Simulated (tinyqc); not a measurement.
Character of the line: straight dislocations in isotropic elasticity: fields, energies, partials, Peierls stress and walls. Computed by tinyqc, a small Python program. Command: `OMP_NUM_THREADS=1 python tinyqc.py 3016525 3016526 out.jsonl disloc walk`. One thread of a shared host (Intel(R) Xeon(R) Processor @ 2.30GHz), about 0.01 s of CPU time with the checks.

The line runs along z, the glide plane is y = 0, and beta is the angle between b and the line (0 screw, 90 degrees edge): b_e = b sin(beta) along +x with the extra half plane at y > 0, b_s = b cos(beta). Stress is positive in tension.

Inputs (values chosen for the exercise, modelled on gold): shear modulus G = 26 GPa; Poisson ratio nu = 0.413; Burgers vector b = 2.884 angstrom; stacking-fault energy gamma = 34.4 mJ/m^2; dislocation density rho = 1.3e+14 1/m^2; core radius r0/b = 1.5.

Character: screw.

Constants: 1 eV/angstrom^3 = 160.2176634 GPa.

Method:
- Energy factor K = G [cos^2(beta) + sin^2(beta)/(1 - nu)].
- E = K b^2/(4 pi) ln(R/r0) with R = 1/(2 sqrt(rho)); tension T = E + d^2E/d(beta)^2 = G b^2 [1 + nu - 3 nu sin^2(beta)]/(4 pi (1 - nu)) ln(R/r0). The core energy is taken into r0.
- Shockley partials have b_p = b/sqrt(3) at the angles beta -/+ 30 degrees; their repulsion balances the fault at d = G b_p^2/(8 pi gamma) (2 - nu)/(1 - nu) [1 - 2 nu cos(2 beta)/(2 - nu)].
- E = K b^2/(4 pi) ln(R/r0); T = G b^2 [1 + nu - 3 nu sin^2(beta)]/(4 pi (1 - nu)) ln(R/r0).

ln(R/r0) = 4.61878

From screw to edge:
```
beta (degrees)  K (GPa)  E (eV/nm)  T (eV/nm)  d (nm)
0                26.000     4.9610     11.942  1.0809
15               27.225     5.1948     11.240  1.2381
30               30.573     5.8336      9.324  1.6675
45               35.147     6.7063      6.706  2.2542
60               39.720     7.5789      4.088  2.8408
75               43.068     8.2177      2.172  3.2702
90               44.293     8.4515      1.471  3.4274
```

What follows from these numbers?

The edge costs 1/(1 - nu) = 1.704 times the screw in energy, yet its tension is only (1 - 2 nu)/(1 + nu) = 0.123 of the screw value, so loops under stress are elongated along b. The edge splits 3.17 times as widely, (2 + nu)/(2 - 3 nu), since there the larger, edge parts of the partials repel with the factor 1/(1 - nu) and the small screw parts attract, while in the screw the roles are exchanged.
